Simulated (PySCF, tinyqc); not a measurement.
Inside a calculation. Method: CCSD on RHF in the sto-6g basis, frozen core, for B+, spin multiplicity 1. The lowest restricted solution is unstable here: a spin-polarised one lies 0.0000 hartree lower (PySCF). One step of it, computed by the program tinyqc.

Task: CCSD: starting amplitudes. t_ij^ab = <ij||ab> / (e_i + e_j - e_a - e_b), whose energy is MP2.

orbital energies (hartree): MO1 -8.081781, MO2 -0.848596, MO3 -0.203732, MO4 -0.203732, MO5 -0.203732

Two-electron integrals over orbitals (pq|rs), unique and non-zero (hartree); the lowest 1 orbital is frozen and left out:
```
(22|22) 0.527884   (32|32) 0.112848   (33|22) 0.534729   (33|33) 0.587109
(42|42) 0.112848   (43|43) 0.031641   (44|22) 0.534729   (44|33) 0.523827
(44|44) 0.587109   (52|52) 0.112848   (53|53) 0.031641   (54|54) 0.031641
(55|22) 0.534729   (55|33) 0.523827   (55|44) 0.523827   (55|55) 0.587109
```

Give: Starting amplitudes; correlation energy.

Result:

Starting amplitudes (spin orbitals 1a, 1b, ...; amplitudes related by a flip of all spins are not repeated):
```
from      to       t
2a 2b  3a 3b  -0.087
2a 2b  4a 4b  -0.087
2a 2b  5a 5b  -0.087
```

correlation energy = -0.02962 hartree
